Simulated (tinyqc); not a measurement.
From results back to parameters: tunnelling through a thin dielectric with one trap, as a tight-binding chain. Three cases, with inputs chosen for the exercise.

Problem. A resonance has full width Gamma_L + Gamma_R and peak height 4 Gamma_L Gamma_R/(Gamma_L + Gamma_R)^2. The values come from hidden widths.

Find: larger and smaller width.

Method. The widths are (W/2)(1 +/- sqrt(1 - peak)); which belongs to which lead the line shape cannot tell.

Case 1.

full width = 8.38052 meV
peak height = 1.22893e-06

Solution.

larger and smaller width (meV): 8.38  2.57e-06

Case 2.

full width = 49.0655 meV
peak height = 0.0713650

Solution.

larger and smaller width (meV): 48.2  0.892

Case 3.

full width = 83.4895 meV
peak height = 0.198612

Solution.

larger and smaller width (meV): 79.1  4.37

Computed by tinyqc, one run a case: `OMP_NUM_THREADS=1 python tinyqc.py N N+1 out.jsonl` with N = 1480445, 1480483, 1480538; one thread of a shared Intel(R) Xeon(R) Processor @ 2.30GHz, about 0.08 s a run at most.
